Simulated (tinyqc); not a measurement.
Wafer and channel orientation: ellipsoidal valleys in the axes of a wafer and a channel.

Valleys with axes a along [111], [1-1-1], [-11-1] and [-1-11], one whole valley each; inverse mass tensor w = 1/mt + (1/ml - 1/mt) a a. Device axes: z = nz/|nz|, x = nx/|nx|, y = z cross x; in them a = (ax, ay, az). Confinement mass mz = 1/w_zz. In the plane w_ij is replaced by u_ij = w_ij - w_iz w_jz/w_zz (i, j = x, y); density-of-states mass md = 1/sqrt(det u); conductivity mass along x mc = 1/u_xx; ballistic transport mass mx = u_yy/det u, width mass my = 1/u_yy.

Hard walls: E_n = c (n pi/t)^2/mz, c = hbar^2/2m0, n = 1, 2, 3. Non-degenerate share of a valley proportional to md sum_n exp(-E_n/kT); mean 1/mc = sum of share/mc. 1 nm = 10 angstrom.

Constants: hbar^2/2m0 = 3.80998211 eV angstrom^2; kB = 8.617333262e-05 eV/K.

Parameters, chosen for this exercise (near those of the L valleys of Ge; shifted at random, so the results belong to these values and not to a real crystal):
- ml = 1.639 m0 (longitudinal mass)
- mt = 0.082 m0 (transverse mass)
- t = 8.1 nm (thickness of the film)
- T = 400 K (temperature)

For each face/channel: the lowest ladder (mz, number of valleys, md, E1, share) and the mean conductivity mass over all valleys.

Results:
```
face/channel,mz,valleys,md,E1 (meV),share,mean mc
(112)/[11-1],0.527,1,0.145,10.9,0.461,0.1648
(110)/[001],0.224,2,0.222,25.6,0.708,0.2768
(001)/[110],0.120,4,0.303,47.8,1.000,0.1528
(210)/[001],0.191,2,0.240,30.1,0.670,0.2075
(113)/[1-10],0.293,1,0.194,19.6,0.405,0.1312
(110)/[1-11],0.224,2,0.222,25.6,0.708,0.1277
(001)/[100],0.120,4,0.303,47.8,1.000,0.1528
```

What can be read from this table?

The mean conductivity mass is lowest, 0.1277, for (110)/[1-11] and highest, 0.2768, for (110)/[001]; the bulk value is 0.1200. The confinement energy is lowest on the face with the heaviest mz ((112), 11 meV). The density of states of the lowest ladder, valleys times md, runs between 0.145 and 1.212; a small value limits the charge through the quantum capacitance.

Program tinyqc; command `OMP_NUM_THREADS=1 python tinyqc.py 1880389 1880390 out.jsonl`; about 0.01 s on one thread of a shared Intel(R) Xeon(R) Processor @ 2.30GHz.
